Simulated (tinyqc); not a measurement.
Hot carriers by balance equations with a heated Maxwellian: one step, computed by the program tinyqc.

The carriers follow a Maxwellian at an electron temperature T_e, slightly displaced; the drift energy is neglected against k_B T_e. The balance averages the rate, not the time, so mu_0 lies below the relaxation-time value.

Problem. Drift velocity. Parabolic band: E = hbar^2 k^2/(2 m), speed v = hbar k/m, states per spin, volume and energy g(E) = m k/(2 pi^2 hbar^2). Masses are multiplied by m_0 and all formulas are in SI units. Phonon occupation N_q = 1/(exp(hbar w/(k_B T)) - 1). Acoustic deformation potential (elastic, equipartition, absorption and emission together): 1/tau = 2 pi k_B T D_A^2 g(E)/(hbar rho v_l^2). Optical or intervalley deformation potential: 1/tau = (pi Z_f D_o^2/(rho w)) [N_q g(E + hbar w) + (N_q + 1) g(E - hbar w)], with g = 0 below the band edge. Averages over the Maxwellian, <y> = int y x^(1/2) exp(-x) dx / int x^(1/2) exp(-x) dx with x = E/(k_B T_e), split at x_0 = hbar w/(k_B T_e): 64 Gauss-Legendre points in sqrt(x) below it and 128 in sqrt(x - x_0) above it, up to x = 32. Momentum balance: mu(T_e) = e/(m nu), nu = <x (sum of rates)>/<x>. Power lost per carrier: P(T_e) = hbar w <emission rate - absorption rate> + <(2 m v_l^2/(k_B T)) (E - 2 k_B T) acoustic rate>. v = mu(T_e) F; warm-carrier coefficient (mu/mu_0 - 1)/F^2.

Inputs (values chosen for the exercise, modelled on holes in silicon):

| quantity | value | unit |
|---|---|---|
| effective mass m | 0.505 | m_0 |
| density rho | 2329 | kg/m^3 |
| sound velocity v_l | 9300 | m/s |
| acoustic deformation potential D_A | 5.8 | eV |
| phonon energy hbar w | 61.9 | meV |
| optical or intervalley deformation potential D_o | 8.8 | 1e8 eV/cm |
| final valleys Z_f | 1 | - |
| lattice temperature T | 500 | K |
| electric field F | 4.2 | kV/cm |

Band: parabolic. Solver: Newton.

electron temperature T_e = 511.8181 K

low-field mobility mu_0 = 291.3197 cm^2/(V s)

Constants: k_B = 8.617333262e-05 eV/K; k_B = 1.380649e-23 J/K; e = 1.602176634e-19 C; hbar = 1.054571817e-34 J s; m_0 = 9.1093837015e-31 kg; hbar = 6.582119569e-16 eV s.

Give: mobility mu(T_e); drift velocity; mu/mu_0; (mu/mu_0 - 1)/F^2.

Solution.

mobility mu(T_e) = 286.1 cm^2/(V s)

drift velocity = 0.1202 1e7 cm/s

mu/mu_0 = 0.9822

(mu/mu_0 - 1)/F^2 = -0.001010 cm^2/kV^2
